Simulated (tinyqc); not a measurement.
Inside a calculation. Method: geometry optimisation on the RHF/sto-3g surface (energies and gradients from PySCF), for BeH2, spin multiplicity 1. Computed by tinyqc, a small Python program that keeps every step (integrals from PySCF). Settings: charge = 0, multiplicity = 1, basis = sto-3g, optimiser = bfgs, first Hessian = 1.0, largest step = 0.5, iteration cap = 30. Command: `OMP_NUM_THREADS=1 python tinyqc.py 21130 21131 out.jsonl` (the two numbers bound the seeds that draw the settings). One thread of a shared host (Intel(R) Xeon(R) Processor @ 2.60GHz), about 0.8 s of CPU time with the checks.

## Step 1: energy and gradient

positions at the start (bohr):
```
            x         y         z
1Be   0.04157  -0.03968   0.07937
2H    0.09260   2.52089  -0.03213
3H   -0.01701  -2.54924   0.02457
```

Self-consistent energy and analytic gradient at these positions.

energy = -15.5589289 hartree

gradient (hartree/bohr):
```
              x           y           z
1Be   0.0000142  -0.0104371   0.0047059
2H    0.0004387   0.0261973  -0.0027350
3H   -0.0004529  -0.0157602  -0.0019709
```

## Step 1: move

Quasi-Newton step p = -H^(-1) g (first H = 1 times the unit matrix); steps longer than 0.5 bohr are cut back.

positions after step 1 (bohr):
```
            x         y         z
1Be   0.04156  -0.02925   0.07466
2H    0.09216   2.49470  -0.02939
3H   -0.01655  -2.53348   0.02654
```

## Step 2: energy and gradient

As before.

energy = -15.5598720 hartree

gradient (hartree/bohr):
```
              x           y           z
1Be   0.0001165  -0.0043570   0.0040807
2H    0.0003035   0.0190536  -0.0022860
3H   -0.0004201  -0.0146966  -0.0017947
```

## Step 2: move

inverse Hessian in use (bohr^2/hartree):
```
          1         2         3         4         5         6         7         8
1   1.00001  -0.00433   0.00207   0.00019   0.01131  -0.00120  -0.00020  -0.00697
2  -0.00433   1.06611  -0.11102  -0.00740  -0.47746   0.06124   0.01173   0.41135
3   0.00207  -0.11102   1.08668   0.00675   0.41913  -0.04889  -0.00882  -0.30811
4   0.00019  -0.00740   0.00675   1.00051   0.03167  -0.00378  -0.00069  -0.02427
5   0.01131  -0.47746   0.41913   0.03167   2.98038  -0.23534  -0.04297  -1.50292
6  -0.00120   0.06124  -0.04889  -0.00378  -0.23534   1.02755   0.00498   0.17410
7  -0.00020   0.01173  -0.00882  -0.00069  -0.04297   0.00498   1.00089   0.03124
8  -0.00697   0.41135  -0.30811  -0.02427  -1.50292   0.17410   0.03124   2.09157
9  -0.00087   0.04978  -0.03778  -0.00297  -0.18379   0.02134   0.00383   0.13400

          9
1  -0.00087
2   0.04978
3  -0.03778
4  -0.00297
5  -0.18379
6   0.02134
7   0.00383
8   0.13400
9   1.01644
```

Quasi-Newton step p = -H^(-1) g (the inverse Hessian comes from BFGS updates; coordinates in the order x, y, z of each atom); steps longer than 0.5 bohr are cut back.

positions after step 2 (bohr):
```
            x         y         z
1Be   0.04109  -0.00877   0.05704
2H    0.09082   2.41114  -0.01949
3H   -0.01475  -2.47040   0.03426
```

## Convergence

Stop when the largest gradient component is below 3e-5 hartree/bohr. The inverse Hessian follows the BFGS update with s = step, y = change of gradient.

Course of the optimisation:

| step | E (hartree) | largest gradient (hartree/bohr) |
|---|---|---|
| 1 | -15.5589289 | 2.62e-02 |
| 2 | -15.5598720 | 1.91e-02 |
| 3 | -15.5611982 | 9.75e-03 |
| 4 | -15.5612896 | 3.77e-03 |
| 5 | -15.5613170 | 1.72e-03 |
| 6 | -15.5613224 | 1.57e-03 |
| 7 | -15.5613497 | 1.37e-03 |
| 8 | -15.5613525 | 5.18e-04 |
| 9 | -15.5613528 | 3.55e-05 |
| 10 | -15.5613528 | 1.18e-06 |

Final distances (angstrom):

| pair | distance |
|---|---|
| 2H-1Be | 1.29054 |
| 3H-1Be | 1.29054 |
| 3H-2H | 2.58108 |

Converged in 10 steps.
